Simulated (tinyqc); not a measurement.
What each parameter does: two-band massive Dirac model of the K valleys.

Basis (conduction, valence): H = [[D/2, a t (tau kx - i ky)], [a t (tau kx + i ky), -D/2 + lam tau sz]], valley tau = +/-1, spin sz = +/-1. The gap of a spin and valley is G = D - lam tau sz. Berry curvature Omega = curl of i<u|grad u>; for the conduction band Omega_c = -tau 2 a^2 t^2 G/(G^2 + 4 a^2 t^2 k^2)^(3/2), and Omega_v = -Omega_c.

Constants: hbar^2/2m0 = 3.80998211 eV angstrom^2.

Inputs chosen for the exercise (near those used for monolayer MoSe2; the results hold for these values, not for the real material): a = 3.308 angstrom (lattice constant); D = 1.4 eV (gap parameter); t = 0.93 eV (effective hopping); lam = 0.103 eV (half the valence spin splitting).

Flavour tau = sz = +1 at k = 0: gap G, mass c G/(a t)^2 with c = hbar^2/2m0, Omega_c, and the B - A splitting 2 lam.

One parameter was then changed.

Results before and after:
```
case     G (eV)  mass (m0)  Omega_c (angstrom^2)  B - A (eV)
base     1.2970     0.5221               -11.252      0.2060
changed  1.4370     0.5785                -9.167      0.2060
```

Which of these changes was made? (a) D = 1.54 eV; (b) t = 0.837 eV; (c) a = 3.3742 angstrom; (d) lam = 0.1545 eV.

Answer: (a) D = 1.54 eV. Of the candidates, run in turn, only this one gives the changed row.

All candidates:
```
case                 G (eV)  mass (m0)  Omega_c (angstrom^2)  B - A (eV)
base                 1.2970     0.5221               -11.252      0.2060
a = 3.3742 angstrom  1.2970     0.5018               -11.707      0.2060
D = 1.54 eV          1.4370     0.5785                -9.167      0.2060
t = 0.837 eV         1.2970     0.6446                -9.114      0.2060
lam = 0.1545 eV      1.2455     0.5014               -12.202      0.3090
```

The mass goes as G/(a t)^2 and the curvature as (a t)^2/G^2, so their product is -2c/G.

Computed by tinyqc, a small Python program: `OMP_NUM_THREADS=1 python tinyqc.py 1450787 1450788 out.jsonl` (the numbers bound the seed that draws the inputs); one thread of a shared host (Intel(R) Xeon(R) Processor @ 2.30GHz), about 0.01 s for the whole set of steps.
